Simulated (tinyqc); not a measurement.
From results back to parameters: statistics of electrons in three, two and one dimensions. Five cases, with inputs chosen for the exercise.

Problem. A sheet with one subband has n2 = (2/lambda^2) ln(1 + exp(eta)).

One band edge at E = 0, lambda = sqrt(4 pi c/(m1 kT)) with c = hbar^2/2m0. Densities with spin: n3 = (2/lambda^3) F_1/2(eta), n2 = (2/lambda^2) F_0(eta) with F_0 = ln(1 + exp(eta)), n1 = (2/lambda) F_-1/2(eta). F_j(eta) = (1/Gamma(j + 1)) integral_0^infinity x^j dx/(1 + exp(x - eta)), which tends to exp(eta) for eta << 0.

Constants: hbar^2/2m0 = 3.80998211 eV angstrom^2; kB = 8.617333262e-05 eV/K.

Find: n2 lambda^2/2; eta; EF above the subband edge.

Method. eta = ln(exp(n2 lambda^2/2) - 1), with n2 in 1/angstrom^2.

Case 1.

Values chosen (out of a larger set: near those of Ge, lowest valleys alone; not measured data): m1 = 0.0816 m0 (mass of one isotropic band with spin); T = 300 K.

n2 = 1.15726e+12 1/cm^2

Solution.

n2 lambda^2/2 = 1.3133
eta = 1.000
EF above the subband edge = 25.85 meV

Case 2.

Values chosen (out of a larger set: near those of GaAs, lowest valleys alone; not measured data): m1 = 0.0676 m0 (mass of one isotropic band with spin); T = 375 K.

n2 = 1.22522e+12 1/cm^2

Solution.

n2 lambda^2/2 = 1.3427
eta = 1.040
EF above the subband edge = 33.61 meV

Case 3.

Values chosen (out of a larger set: near those of GaN, lowest valleys alone; not measured data): m1 = 0.208 m0 (mass of one isotropic band with spin); T = 200 K.

n2 = 5.95833e+12 1/cm^2

Solution.

n2 lambda^2/2 = 3.9789
eta = 3.960
EF above the subband edge = 68.25 meV

Case 4.

Values chosen (out of a larger set: near those of GaAs, lowest valleys alone; not measured data): m1 = 0.0707 m0 (mass of one isotropic band with spin); T = 300 K.

n2 = 9.96766e+10 1/cm^2

Solution.

n2 lambda^2/2 = 0.1306
eta = -1.970
EF above the subband edge = -50.93 meV

Case 5.

Values chosen (out of a larger set: near those of Ge, lowest valleys alone; not measured data): m1 = 0.0839 m0 (mass of one isotropic band with spin); T = 475 K.

n2 = 1.77035e+12 1/cm^2

Solution.

n2 lambda^2/2 = 1.2341
eta = 0.890
EF above the subband edge = 36.43 meV

Computed by tinyqc, one run a case: `OMP_NUM_THREADS=1 python tinyqc.py N N+1 out.jsonl` with N = 1681025, 1681108, 1681111, 1681152, 1681156; one thread of a shared Intel(R) Xeon(R) Processor @ 2.30GHz, about 0.01 s a run at most.
